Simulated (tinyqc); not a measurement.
Free and trapped electrons in a MOS channel with a dense trap tail: two steps of the calculation.

p-type body, charge-sheet picture, full ionisation (an idealisation for deep acceptors), Boltzmann statistics for free electrons. e = Ec - EF at the surface. Acceptor-like traps of density D(E) = D0 + De exp(-E/Ew) at depth E below Ec, from 0 to Eu, hold n_t = integral of D(E)/(1 + exp((e - E)/Vt)). psi = Eg - Vt ln(Nv/Na) - e; N_dep = sqrt(2 eps0 eps_r Na (psi - Vt)/q); n_f = sqrt(N_dep^2 + 2 eps0 eps_r Vt Nc exp(-e/Vt)/q) - N_dep; Vg = Vfb + psi + q (N_dep + n_t + n_f)/Cox, Cox = eps0 eox/tox.

Inputs (values chosen for the exercise); band and dielectric values close to those of 4H silicon carbide: temperature T = 475 K; band gap Eg = 3.2 eV; relative permittivity eps_r = 9.51; conduction-band density of states at T Nc = 3.45e19 cm^-3; valence-band density of states at T Nv = 4.92e19 cm^-3; relative permittivity of the insulator eox = 3.9; insulator thickness tox = 66 nm; acceptor density Na = 2.3e16 cm^-3; flat-band voltage without trapped charge Vfb = -2.5 V; constant background density of acceptor-like traps D0 = 2.7e11 cm^-2 eV^-1; density of the tail at the conduction edge De = 6.7e12 cm^-2 eV^-1; decay energy of the tail Ew = 0.08 eV; depth below Ec down to which the traps reach Eu = 0.55 eV; mobility of free electrons mf = 160 cm^2/(V s); Ec - EF at the surface e = 0.266 eV.

Constants: q = 1.602176634e-19 C, kB = 1.380649e-23 J/K, Vt = kB T/q, eps0 = 8.8541878128e-14 F/cm where lengths are in cm. Results are converted to the units shown.

Problem 1. Trapped charge. Trapezoid rule on 12 equal steps from 0 to Eu, f = 1/(1 + exp((e - E)/Vt)).

Give: E; D(E) f; n_t.

Solution 1.

```
point,E (eV),D(E) f (cm^-2 eV^-1)
0,0,1.048e10
1,0.04583,1.859e10
2,0.09167,3.346e10
3,0.1375,6.108e10
4,0.1833,1.110e11
5,0.2292,1.885e11
6,0.2750,2.693e11
7,0.3208,3.102e11
8,0.3667,3.118e11
9,0.4125,3.002e11
10,0.4583,2.891e11
11,0.5042,2.814e11
12,0.5500,2.767e11
```

n_t = 1.063e11 cm^-2

Problem 2. Charges and gate voltage. psi, N_dep, n_f and Vg as defined, with the n_t given; free share n_f/(n_f + n_t); apparent mobility mf n_f/(n_f + n_t); gate voltage spent on traps q n_t/Cox.

n_t = 1.0625246e11 cm^-2

Find: psi; N_dep; n_f; Vg; free share; apparent mobility; gate voltage spent on traps.

Solution 2.

psi = 2.6201 V
N_dep = 7.8964e11 cm^-2
n_f = 1.4027e10 cm^-2
Vg = 2.9065 V
free share = 11.662 %
apparent mobility = 18.659 cm^2/(V s)
gate voltage spent on traps = 0.32537 V

Numbers from tinyqc (`OMP_NUM_THREADS=1 python tinyqc.py 2222119 2222120 out.jsonl`; about 0.02 s on one thread of a shared Intel Xeon 2.30GHz).
